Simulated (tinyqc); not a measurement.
# MESFET, gradual channel with velocity saturation: effects of single changes

A uniformly doped n-type channel, depleted from the top by a Schottky gate; at channel potential V the depleted share of a is u = sqrt((Vbi - Vg + V)/Vp), s at the source. Electrons drift with v = mu E/(1 + mu E/vsat). Abrupt depletion edge, no series resistance, source at 0.

Values chosen for this exercise; material values close to those of indium phosphide:
- T = 273 K (temperature)
- eps_r = 12.6 (relative permittivity of the semiconductor)
- Nc = 4.93e17 cm^-3 (conduction-band density of states at T)
- Nd = 1.3e17 cm^-3 (donor density of the channel)
- a = 180 nm (channel thickness)
- mu = 2700 cm^2/(V s) (low-field mobility at this doping)
- vsat = 1.4e7 cm/s (saturation velocity)
- L = 0.5 um (gate length)
- W = 50 um (gate width)
- phiB = 0.77 V (Schottky barrier)
- Vg = -1.3 V (gate voltage)

Constants: q = 1.602176634e-19 C, kB = 1.380649e-23 J/K, Vt = kB T/q, eps0 = 8.8541878128e-14 F/cm where lengths are in cm. Results are converted to the units shown.

Each table varies one quantity; the others keep the values above.

## Output curve

Vbi = phiB - Vt ln(Nc/Nd); Vp = q Nd a^2/(2 eps0 eps_r); G0 = q mu Nd a W/L; Z = mu Vp/(vsat L); s = sqrt((Vbi - Vg)/Vp). I = (G0 Vp/3) F/(1 + Z (u^2 - s^2)), F = 3 (u^2 - s^2) - 2 (u^3 - s^3), with u at V = Vd; Z = 0 gives constant mobility, for which u stops at 1. The current peaks at u = um, the root of (1 - u)(1 + Z (u^2 - s^2)) = Z F/3; beyond Vdsat = Vp (um^2 - s^2) it is held at that value.

Result of one run:

| Vd (V) | u (at most 1) | I for Z = 0 (mA) | I (mA) |
|---|---|---|---|
| 0.85 | 0.9773 | 8.483 | 2.257 |

What becomes of these results when the drain voltage Vd is changed from 0.85 to 1.1 V, all else the same?

Result of the changed run:

| Vd (V) | u (at most 1) | I for Z = 0 (mA) | I (mA) |
|---|---|---|---|
| 1.1 | 1.000 | 8.638 | 2.257 |

The whole series:

| Vd (V) | u (at most 1) | I for Z = 0 (mA) | I (mA) |
|---|---|---|---|
| 0.1 | 0.8409 | 1.711 | 1.235 |
| 0.23 | 0.8661 | 3.638 | 1.928 |
| 0.35 | 0.8887 | 5.127 | 2.182 |
| 0.47 | 0.9107 | 6.344 | 2.255 |
| 0.6 | 0.9340 | 7.365 | 2.257 |
| 0.72 | 0.9550 | 8.038 | 2.257 |
| 0.85 | 0.9773 | 8.483 | 2.257 |
| 0.97 | 0.9974 | 8.636 | 2.257 |
| 1.1 | 1.000 | 8.638 | 2.257 |

With constant mobility the current rises from 1.71 to 8.64 mA and saturates at pinch-off, Vd = 0.986 V; with Z = 11.7 it saturates at 0.488 V and 2.26 mA. The two differ by 28 % in the first row and 74 % in the last.

## Effect of the gate length on saturation

Same model as above.

gm = G0 (um - s)/(1 + Z (um^2 - s^2)).

Results:

| L (um) | Z | um | Vdsat (V) | Isat (mA) | Isat for Z = 0 (mA) | gm (mS) |
|---|---|---|---|---|---|---|
| 0.1 | 58.329 | 0.87215 | 0.26189 | 3.3553 | 43.192 | 4.2779 |
| 0.21 | 27.776 | 0.88963 | 0.35503 | 2.8966 | 20.568 | 3.8819 |
| 0.45 | 12.962 | 0.91089 | 0.47081 | 2.3386 | 9.5983 | 3.3500 |
| 0.97 | 6.0133 | 0.93403 | 0.59996 | 1.7312 | 4.4528 | 2.6895 |
| 2.1 | 2.7776 | 0.95610 | 0.72610 | 1.1521 | 2.0568 | 1.9534 |
| 4.4 | 1.3257 | 0.97322 | 0.82603 | 0.70272 | 0.98164 | 1.2855 |
| 20 | 0.29165 | 0.99247 | 0.94045 | 0.19761 | 0.21596 | 0.39784 |

Estimate the missing row, L = 9.4 um.

Computed row:

| L (um) | Z | um | Vdsat (V) | Isat (mA) | Isat for Z = 0 (mA) | gm (mS) |
|---|---|---|---|---|---|---|
| 9.4 | 0.62052 | 0.98533 | 0.89772 | 0.38509 | 0.45949 | 0.74715 |

With this row back in the table: As L goes from 0.1 to 20 um, Vdsat rises from 0.262 to 0.940 V, Isat falls from 3.36 to 0.198 mA and gm falls from 4.28 to 0.398 mS. Isat is 0.0777 of the constant-mobility value in the first row and 0.915 in the last. Isat goes as L^(-0.20) between the first two rows and as L^(-0.88) between the last two; constant mobility gives 1/L, and short gates gain less because the velocity is capped. For L = 0.1 to 0.21 um the gate is shorter than 2 a, outside the gradual-channel approximation.

## Effect of the channel thickness on saturation

Same model as above.

Result of one run:

| a (nm) | Z | um | Vdsat (V) | Isat (mA) | Isat for Z = 0 (mA) | gm (mS) |
|---|---|---|---|---|---|---|
| 360 | 46.663 | 0.55475 | 1.6844 | 23.370 | 516.63 | 3.8952 |

What becomes of these results when the channel thickness a is changed from 360 to 170 nm, all else the same?

Result of the changed run:

| a (nm) | Z | um | Vdsat (V) | Isat (mA) | Isat for Z = 0 (mA) | gm (mS) |
|---|---|---|---|---|---|---|
| 170 | 10.406 | 0.94568 | 0.37399 | 1.3463 | 4.0219 | 2.9896 |

The whole series:

| a (nm) | Z | um | Vdsat (V) | Isat (mA) | Isat for Z = 0 (mA) | gm (mS) |
|---|---|---|---|---|---|---|
| 170 | 10.406 | 0.94568 | 0.37399 | 1.3463 | 4.0219 | 2.9896 |
| 200 | 14.402 | 0.85337 | 0.68054 | 4.2757 | 23.646 | 3.5516 |
| 240 | 20.739 | 0.75065 | 0.99107 | 8.7251 | 79.699 | 3.7752 |
| 300 | 32.405 | 0.63662 | 1.3663 | 15.894 | 241.47 | 3.8752 |
| 360 | 46.663 | 0.55475 | 1.6844 | 23.370 | 516.63 | 3.8952 |

As a goes from 170 to 360 nm, Vdsat rises from 0.374 to 1.68 V, Isat rises from 1.35 to 23.4 mA and gm rises from 2.99 to 3.90 mS. Isat is 0.335 of the constant-mobility value in the first row and 0.0452 in the last. For a = 300 to 360 nm the gate is shorter than 2 a, outside the gradual-channel approximation. At a = 170 nm the open channel at the source, (1 - s) a, is under two Debye lengths, so the abrupt edge is rough.

tinyqc, about 0.04 s, one thread, Intel Xeon 2.30GHz (shared host): `OMP_NUM_THREADS=1 python tinyqc.py 2500055 2500056 out.jsonl`
